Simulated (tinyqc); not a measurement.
# The trial binding against the radius

Model: donor or exciton in a quantum well (variational effective-mass method). Computed by tinyqc, a small Python program. Command: `OMP_NUM_THREADS=1 python tinyqc.py 3011029 3011030 out.jsonl welldonor sweep`. One thread of a shared host (Intel(R) Xeon(R) Processor @ 2.30GHz), about 0.2 s of CPU time with the checks.

H = -nabla^2 - 2/|r - r_i| + V(z) in effective units; trial function psi = f(z) exp(-|r - r_i|/lambda), f the ground state of the well. Mass and screening are the same in well and barrier; l = L/a* is the width in effective units. Bands are flat: no polarisation or applied field.

Inputs (values chosen for the exercise, modelled on GaN):

| quantity | value | unit |
|---|---|---|
| electron mass m | 0.194 | m_0 |
| dielectric constant eps | 9.38 | - |
| well width L | 1.5 | nm |
| donor position z_i/L from the centre | 0 | - |
| barrier height V_0 | 0.2 | eV |

Centre: donor. Barriers: finite.

Constants: Ry = 13.605693123 eV; a_0 = 0.529177210903 angstrom.

Method:
- Ry* = Ry m/eps^2, a* = a_0 eps/m; l = L/a*.
- k solves k tan(k l/2) = sqrt(v - k^2), v = V_0/Ry*, 0 < k l/2 < pi/2 (bisection); f = cos(k z) inside and cos(k l/2) exp(-kappa (|z| - l/2)) outside, kappa = sqrt(v - k^2); subband energy k^2 Ry*.
- Binding E_b(lambda) = -1/lambda^2 + 4 A/(lambda B), with A = int f^2 exp(-2 s/lambda) dz, B = int f^2 exp(-2 s/lambda)(1 + 2 s/lambda) dz and s = |z - z_i|; 40 Gauss-Legendre points on each piece between the walls at z = -l/2 and l/2 and z_i, and out to 12/(kappa + 1/lambda) beyond the walls.

One run for each value:

| trial radius lambda (a*) | E_b(lambda) (Ry*) | B (a*) |
|---|---|---|
| 0.4 | -0.4017 | 0.55029 |
| 0.6 | 1.4035 | 0.66860 |
| 0.8 | 1.7472 | 0.74264 |
| 1.0 | 1.7631 | 0.79191 |
| 1.2 | 1.6891 | 0.82631 |
| 1.4 | 1.5921 | 0.85127 |
| 1.6 | 1.4937 | 0.86994 |
| 1.8 | 1.4011 | 0.88427 |
| 2.0 | 1.3163 | 0.89551 |

Over the rows, E_b(lambda) (Ry*) goes from -0.402 through a maximum among these rows, 1.76 at 1.00, to 1.32; B (a*) rises from 0.550 to 0.896 (exponent d ln y / d ln x 0.48 between the first rows and 0.12 between the last). A small radius costs kinetic energy as 1/lambda^2 and a large one loses attraction.

Caution (all rows): so narrow a well has large confinement energy, where non-parabolicity and barrier penetration matter.

Extremes, crossings and ranges named in words are read from the listed rows.
